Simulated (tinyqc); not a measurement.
# Resistance of a source-drain extension with a graded tip: effects of single changes

y runs along the channel, the gate covers y > 0. The doping is N0 for y < y0 and N0 10^(-(y - y0)/la) beyond, uniform over the depth xj. Sheet conductance s(y) = q mu(N) max(N - Nch, 0) xj + (for y > 0) ma Cox Vo, with mu(N) = u0 + (u1 - u0)/(1 + (N/Nr)^au) and Cox = eps0 eox/tox. Current is taken as one-dimensional; depletion of the tip, spreading and the contact are left out. The metallurgical junction lies at yj, where N = Nch.

Inputs (values chosen for the exercise); mobility law close to that of electrons in silicon:

| symbol | value | unit | meaning |
|---|---|---|---|
| eox | 24.6 |  | relative permittivity of the gate insulator (close to zirconium oxide) |
| tox | 3.3 | nm | insulator thickness |
| N0 | 7.2e19 | cm^-3 | active doping of the extension far from the gate |
| la | 3.8 | nm/decade | lateral abruptness |
| y0 | 1.6 | nm | position under the gate where the fall begins (gate edge at 0) |
| xj | 11 | nm | depth of the extension |
| Nch | 8.4e17 | cm^-3 | channel doping |
| Ls | 8 | nm | spacer length |
| Vo | 0.81 | V | gate overdrive |
| ma | 130 | cm^2/(V s) | mobility of the gate-induced layer |
| u1 | 1414 | cm^2/(V s) | mobility at low doping |
| u0 | 68.5 | cm^2/(V s) | mobility at high doping |
| Nr | 9.2e16 | cm^-3 | reference doping |
| au | 0.711 |  | exponent |
| Lg | 50 | nm | gate length |

Constants: q = 1.602176634e-19 C, eps0 = 8.8541878128e-14 F/cm where lengths are in cm. Results are converted to the units shown.

Each table varies one quantity; the others keep the values above.

## Abruptness at a fixed junction position

R_spacer = integral of dy/s from -Ls to 0, R_ov from 0 to yj, R_channel = (Lg - 2 yj)/(ma Cox Vo), R_total = 2 R_spacer + 2 R_ov + R_channel. Electrical length L_eff = ma Cox dR_total/d(1/Vo); R_series = R_total - L_eff/(ma Cox Vo). y0 is moved with la so that yj stays at 8.9456 nm.

The same in every row: yj (nm) = 8.946; R_channel (ohm um) = 46.20.

Abruptness at a fixed junction position:
```
la (nm/decade)  R_spacer (ohm um)  R_ov (ohm um)  R_total (ohm um)  L_eff (nm)  R_series (ohm um)
1                           7.955          6.289             74.69       36.91              21.58
2                           7.955          7.317             76.74       38.72              21.04
3                           7.955          8.346             78.80       40.52              20.49
4                           7.955          9.374             80.86       42.33              19.95
5                           8.074          10.36             83.07       44.10              19.63
6                           9.609          11.00             87.42       45.38              22.13
6.9                         12.50          11.36             93.92       46.16              27.51
7.9                         17.28          11.62             104.0       46.76              36.71
```

Read the table: what changes, and by how much?

As la goes from 1 to 7.9 nm/decade, R_total rises from 74.7 to 104 ohm um, R_spacer rises from 7.95 to 17.3 ohm um and R_ov rises from 6.29 to 11.6 ohm um. R_total changes on average by 4.25 ohm um for each nm/decade. L_eff exceeds the metallurgical length by 4.80 nm in the first row and 14.7 nm in the last, since the gate also controls the lightly doped tips.

## Effect of the active doping of the extension far from the gate

Same model as above.

Effect of the active doping of the extension far from the gate:
```
N0 (cm^-3)  yj (nm)  R_spacer (ohm um)  R_ov (ohm um)  R_channel (ohm um)  R_total (ohm um)  L_eff (nm)  R_series (ohm um)
2e19          6.832              24.38          8.124               52.28             117.3       45.84              51.32
3.1e19        7.555              16.79          8.589               50.20             101.0       44.64              36.74
4.7e19        8.242              11.67          8.925               48.22             89.41       43.36              27.02
7.2e19        8.946              7.955          9.168               46.20             80.44       41.97              20.06
1.1e20        9.645              5.389          9.327               44.19             73.62       40.55              15.28
1.7e20        10.36              3.584          9.426               42.12             68.14       39.08              11.91
2.6e20        11.06              2.392          9.481               40.10             63.85       37.65              9.678
4e20          11.78              1.580          9.511               38.05             60.24       36.21              8.139
```

Read the table: what changes, and by how much?

As N0 goes from 2e19 to 4e20, R_total falls from 117 to 60.2 ohm um, L_eff falls from 45.8 to 36.2 nm and R_series falls from 51.3 to 8.14 ohm um.

Computed by the program tinyqc: `OMP_NUM_THREADS=1 python tinyqc.py 2282038 2282039 out.jsonl`, one thread of a shared Intel Xeon 2.30GHz, about 0.05 s for the whole run.
